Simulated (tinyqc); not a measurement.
# True capacitance, leakage and series resistance from two frequencies

Inverse problem. A capacitance C in parallel with G and in series with Rs is measured as Cp and D = Gp/(w Cp) at two frequencies. The series reading Cs = Cp (1 + D^2) equals C + G^2/(w^2 C), and Re Z = D/(w Cp (1 + D^2)) = Rs + G/(G^2 + w^2 C^2). Find C, G and Rs.

f (Hz): [1e6, 3e6]
Cp (pF): [6.94074560, 6.94073867]
D: [0.0462135545, 0.0163465246]

Solution. w^2 Cs = w^2 C + G^2/C is a straight line in w^2 with slope C; the intercept gives G, and the real part then gives Rs.

C = 6.94 pF
G = 2.00 uS
Rs = 8.10 ohm

Computed by the program tinyqc: `OMP_NUM_THREADS=1 python tinyqc.py 2022175 2022176 out.jsonl`, one thread of a shared Intel Xeon 2.30GHz, about 0.01 s for the whole run.
